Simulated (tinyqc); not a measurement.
Molecular dynamics of a small cluster by velocity Verlet steps: one step, computed by the program tinyqc. Command: `OMP_NUM_THREADS=1 python tinyqc.py 3026627 3026628 out.jsonl verlet walk`. One thread of a shared host (Intel(R) Xeon(R) Processor @ 2.30GHz), about 0.1 s of CPU time with the checks.

E = sum_(i<j) phi(r_ij), phi(r) = eps [exp(-2 alpha (r - r0)) - 2 exp(-alpha (r - r0))]; the force on i is -sum_j phi'(r_ij) (R_i - R_j)/r_ij.

Task: State at the start. Velocity Verlet: a = c F/M with c = 9.648533212e-3 angstrom/fs^2 per eV/(angstrom u); R(new) = R + v dt + a dt^2/2; v(new) = v + (a + a(new)) dt/2. Kinetic energy K = M v^2/(2c); temperature T = 2K/((3N - 3) k_B), rotation of the cluster included.

Inputs (values chosen for the exercise, for model atoms): length r0 = 2.86 angstrom; well depth eps = 0.36 eV; stiffness alpha = 1.85 1/angstrom; atomic mass M = 121 u; time step dt = 15 fs.

Potential: Morse. Thermostat: none.

starting positions (angstrom), rows atom 1, atom 2, atom 3, columns x, y, z:
```
[[-0.02, 0.07, 0.01],
 [2.85, 0.01, -0.06],
 [1.47, 2.48, 0.03]]
```

starting velocities (angstrom/fs), rows atom 1, atom 2, atom 3, columns x, y, z:
```
[[0.00066, 0.00271, 0.00184],
 [-2e-05, -0.00038, 0.0016],
 [-0.00064, -0.00233, -0.00344]]
```

Constants: 1 eV/(angstrom u) = 9.648533212e-03 angstrom/fs^2; k_B = 8.617333262e-05 eV/K.

Give: forces; potential energy; kinetic energy; temperature.

Result:

forces (eV/angstrom), rows atom 1, atom 2, atom 3, columns x, y, z:
```
[[-0.0096, -0.0604, -0.0012],
 [0.0107, -0.0675, -0.0018],
 [-0.0011, 0.1279, 0.0030]]
```

potential energy = -1.078 eV

kinetic energy = 0.1978 eV

temperature = 765.1 K
